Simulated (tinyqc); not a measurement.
# MOS capacitor on a p-type substrate, surface potential from the exact charge relation, step by step

Program tinyqc, `OMP_NUM_THREADS=1 python tinyqc.py 2060149 2060150 out.jsonl`; Intel Xeon 2.30GHz, shared host, one thread, about 0.01 s. Printed values are rounded.

Uniform p-type substrate, Boltzmann statistics, full ionisation, classical densities. psi is the surface potential against the body (positive when the bands bend down) and u = psi/Vt. Traps are spread evenly over the gap and neutral at flat band, so their charge is -q Dit psi; the minority quasi-Fermi level is shifted by Vb.

Values chosen for this exercise; band and dielectric values close to those of silicon:
- T = 325 K (temperature)
- Eg = 1.13 eV (band gap)
- eps_r = 11.9 (relative permittivity)
- Nc = 3.1e19 cm^-3 (conduction-band density of states at T)
- Nv = 2.98e19 cm^-3 (valence-band density of states at T)
- chi = 4.06 eV (electron affinity)
- N = 1.9e17 cm^-3 (acceptor density of the substrate)
- eox = 3.9 (relative permittivity of the gate insulator (close to silicon dioxide))
- tox = 6.6 nm (insulator thickness)
- phiM = 4.37 eV (gate work function)
- Nf = -6.2e10 cm^-2 (fixed charge at the interface, in units of q)
- Dit = 0 cm^-2 eV^-1 (density of interface traps)
- Vb = 0 V (reverse bias of the inversion layer against the body)
- Vg = 0.75 V (gate voltage against the body)

Constants: q = 1.602176634e-19 C, kB = 1.380649e-23 J/K, Vt = kB T/q, eps0 = 8.8541878128e-14 F/cm where lengths are in cm. Results are converted to the units shown.

## Flat band, threshold and scales

ni = sqrt(Nc Nv) exp(-Eg/(2 Vt)), Eg in volts; phiF = Vt ln(N/ni); Cox = eps0 eox/tox; Vfb = phiM - chi - (Eg - Vt ln(Nv/N)) - q Nf/Cox; Q0 = sqrt(2 eps0 eps_r q N Vt); r = (ni/N)^2 exp(-Vb/Vt); VT = Vfb + [(2 phiF + Vb)(1 + q Dit/Cox) + sqrt(2 eps0 eps_r q N (2 phiF + Vb))/Cox].

ni = 5.26415e10 cm^-3
phiF = 0.422868 V
Cox = 0.523202 uF/cm^2
Vfb = -0.659435 V
Q0 = 42.3861 nC/cm^2
r = 7.67626e-14
VT = 0.631489 V

## Starting value

psi = Vg - Vfb (all of the voltage in the semiconductor).

psi at the start = 1.40944 V

## Iteration 1: Newton step for the surface potential

u = psi/Vt; F^2 = exp(-u) + u - 1 + r (exp(u) - u - 1); Qs = -sign(u) Q0 F; Cs = -dQs/dpsi = (Q0/Vt) |1 - exp(-u) + r (exp(u) - 1)|/(2 F). f = Vfb + psi + (q Dit psi - Qs)/Cox - Vg, f' = 1 + (Cs + q Dit)/Cox, psi(new) = psi - f/f'.

u = 50.3256
F = 23476.8
Qs = -9.95088e5 nC/cm^2
Cs = 17765.4 uF/cm^2
f = 1901.92 V
f' = 33956.2
psi after iteration 1 = 1.35342 V

This iterate lies far beyond the solution, so its charge is not a physical one.

## Iteration 2: Newton step for the surface potential

As before.

u = 48.3257
F = 8636.88
Qs = -3.66083e5 nC/cm^2
Cs = 6535.72 uF/cm^2
f = 699.642 V
f' = 12492.8
psi after iteration 2 = 1.29742 V

This iterate lies far beyond the solution, so its charge is not a physical one.

## Iteration 3: Newton step for the surface potential

As before.

u = 46.3260
F = 3177.84
Qs = -1.34696e5 nC/cm^2
Cs = 2404.74 uF/cm^2
f = 257.334 V
f' = 4597.19
psi after iteration 3 = 1.24144 V

This iterate lies far beyond the solution, so its charge is not a physical one.

## Course of the Newton iteration

Stop when the step is below 1e-10 V, or after 60 iterations.

Course of the iteration:
```
iteration  psi before the step (V)    f (V)  step (V)
1                          1.40944     1900   -0.0560
2                          1.35342      700   -0.0560
3                          1.29742      257   -0.0560
4                          1.24144     94.6   -0.0559
5                          1.18556     34.7   -0.0556
6                          1.12999     12.7   -0.0547
7                          1.07533     4.57   -0.0521
8                          1.02321     1.60   -0.0465
9                         0.976734    0.531   -0.0374
10                        0.939367    0.162   -0.0252
11                        0.914207   0.0371  -9.86e-3
12                        0.904344  3.40e-3  -1.10e-3
13                        0.903246  3.46e-5  -1.14e-5
14                        0.903235  3.65e-9  -1.20e-9
15                        0.903235   < 1e-9   < 1e-14
```

Converged in 15 iterations. In 6 iterations the step is within 3 % of 2 Vt = 56.0 mV: there Qs grows as exp(|u|/2), and a Newton step on such an exponential moves psi by 2 Vt whatever the distance left.

## Charges, field and capacitances at the solution

converged psi = 0.903235 V

u = psi/Vt; F^2 = exp(-u) + u - 1 + r (exp(u) - u - 1); Qs = -sign(u) Q0 F; Cs = -dQs/dpsi = (Q0/Vt) |1 - exp(-u) + r (exp(u) - 1)|/(2 F). Low frequency: 1/C_LF = 1/Cox + 1/(Cs + q Dit). High frequency, in the simple estimate in which traps and minority carriers do not follow: 1/C_HF = 1/Cox + 1/Cd, Cd being Cs with r = 0 at the same psi. Minority sheet density N_inv = (Q0/(2 q)) int_0^u r (exp(t) - 1)/F(t) dt for u > 0. Oxide field |Qs - q Dit psi + q Nf|/(eps0 eox).

Qs = -264.845 nC/cm^2
N_inv = 1.76963e11 cm^-2
oxide field = 0.795737 MV/cm
Cs = 1.06470 uF/cm^2
C_LF/Cox = 0.670508
C_HF/Cox = 0.205544

The surface is in strong inversion (borders at |psi| = 0, phiF + Vb and 2 phiF + Vb = 0.846 V). Minority carriers make up 10.7 % of Qs.
